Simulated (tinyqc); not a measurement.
Strained quantum well: band edges, subbands and transparency, step by step. Values are carried at full precision from step to step, so a last printed digit may differ when a step is redone from the rounded ones.

Growth on (001), barriers unstrained: tr(e) = e (2 - nu2), Z = b e (1 + nu2); Ec = Ev + Eg + ac tr(e), E_HH = Ev + av tr(e) + Z, E_LH = Ev + av tr(e) - Z (coupling to the split-off band left out).

Constants: hbar^2/2m0 = 3.80998211 eV angstrom^2; hc = 1239.841984 eV nm; kB = 8.617333262e-05 eV/K.

Parameters, chosen for this exercise (near those of an InGaAs/InP well; shifted at random, so the results belong to these values and not to a real crystal):
```
symbol  value   unit           meaning
e       0.006                  strain in the plane
nu2     0.985                  2 C12/C11
Eg      0.813   eV             unstrained gap of the well
Ev      -0.611  eV             its valence edge
ac      -6.23   eV
av      1.09    eV             Ev moves by av tr(e)
b       -1.91   eV             shear potential
Egb     1.353   eV             gap of the barrier
Evb     -0.94   eV             its valence edge
L       44      angstrom       well width
me      0.0463  m0             electron mass
g1      12.84                  gamma1
g2      4.96                   gamma2
meb     0.08    m0
g1b     5.08
g2b     1.6
T       300     K              temperature
Br      1.4     x 1e-4 cm^2/s  two-dimensional radiative coefficient
```

## Strained band edges and offsets

Give tr(e), Z, the edges Ec, E_HH, E_LH and the well depths against the barrier.

tr(e) = 0.00609
Z = -0.0227 eV

Ec, E_HH, E_LH (eV): [0.1641, -0.6271, -0.5816]

depths for e, HH, LH (eV): [0.2489, 0.3129, 0.3584]

The well is under tension, which puts LH on top, by 45 meV; the gap becomes 0.7457 eV, -67 meV from the unstrained one.

## Subband edges

Masses along z: me, 1/(g1 - 2 g2) for HH, 1/(g1 + 2 g2) for LH, likewise in the barrier; in the plane me, 1/(g1 + g2) for HH and 1/(g1 - g2) for LH (no mixing, which understates the hole masses away from k = 0). Level n solves k L + 2 atan[(k/m)/(kappa/mb)] = n pi, k = sqrt(m E/c), kappa = sqrt(mb (V - E)/c), c = hbar^2/2m0.

Up to three electron, four HH and two LH levels, on the common energy scale, with their masses in the plane.

Subbands:
```
level   E (eV)  m in the plane
e1      0.2617          0.0463
hh1    -0.6588          0.0562
lh1    -0.6848          0.1269
hh2    -0.7534          0.0562
hh3    -0.8994          0.0562
```

lowest transition = 0.9206 eV
wavelength hc/E = 1346.8 nm

The top hole level is hh1, so the edge is mainly TE polarised; lh1 lies 26 meV lower, within kT at room temperature, so both polarisations contribute.

## Transparency density

Transparency (Bernard-Duraffourg): Fc - Fv equals the lowest transition energy with n = p, n = sum m/(2 pi c) kB T ln(1 + exp((Fc - E)/kB T)) and p likewise over the listed subbands; c = hbar^2/2m0, 1/angstrom^2 = 1e16/cm^2.

Solve for u = (Fc - e1)/kB T; give n_tr, the share of holes in the top subband and the current e Br n_tr^2 (e = 1.602177e-19 C).

u = 0.608
n_tr = 0.521 x 1e12/cm^2
share = 0.506
current density = 6.1 A/cm^2

For mirror-image bands u = 0 and n_tr = me kB T ln2/(2 pi c) = 0.347 x 1e12/cm^2; the heavier or more numerous hole states raise it by a factor 1.50.

## Checks

- Transparency for equal single subbands against m kB T ln2/(2 pi c): both 0.3743.

Computed by tinyqc, a small Python program: `OMP_NUM_THREADS=1 python tinyqc.py 1280758 1280759 out.jsonl` (the numbers bound the seed that draws the inputs); one thread of a shared host (Intel(R) Xeon(R) Processor @ 2.30GHz), about 0.02 s for the whole set of steps.
